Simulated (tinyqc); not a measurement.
Charge stability of a double quantum dot, constant-interaction model with a charge sensor: one step of the calculation.

Capacitance matrix C = [[C1, -Cm], [-Cm, C2]], C1 = G1 + X1 + Cm + L1, C2 = G2 + X2 + Cm + L2. Gate charges n1 = (G1 V1 + X1 V2)/q, n2 = (X2 V1 + G2 V2)/q. The state (N1, N2) has U = (1/2) d^T E d with d = (N1 - n1, N2 - n2) and E = q^2 C^(-1). Leads at 0 V; no tunnel coupling, spin or level spacing. The sensor reads s1 <N1> + s2 <N2>.

Question. Charging energies and lever arms. E = q^2 C^(-1) holds EC1, EC2 on the diagonal and ECm off it; the lever arms are A = C^(-1) [[G1, X1], [X2, G2]] (row: dot, column: gate).

Parameters, values chosen for the exercise:
- G1 = 5.6 aF (gate 1 to dot 1)
- G2 = 4.7 aF (gate 2 to dot 2)
- X1 = 0.97 aF (gate 2 to dot 1)
- X2 = 0.64 aF (gate 1 to dot 2)
- Cm = 9.9 aF (between the dots)
- L1 = 29 aF (dot 1 to leads and ground)
- L2 = 26 aF (dot 2 to leads and ground)
- V1 = 23.4 mV (voltage of gate 1)
- V2 = 21.9 mV (voltage of gate 2)

Constants: q = 1.602176634e-19 C. Results are converted to the units shown.

Find: C; E; lever arms; gate charges.

Answer.

C (aF):
```
       1      2
1  45.47   -9.9
2   -9.9  41.24
```

E (meV):
```
        1       2
1  3.7179  0.8925
2  0.8925  4.0993
```

lever arms (eV/V):
```
         1        2
1  0.13352  0.04869
2  0.04757  0.12566
```

gate charges: n1 0.95048, n2 0.73591

ECm is 22.9 % of the geometric mean of EC1 and EC2.

tinyqc, about 0.01 s, one thread, Intel Xeon 2.30GHz (shared host): `OMP_NUM_THREADS=1 python tinyqc.py 2470130 2470131 out.jsonl`
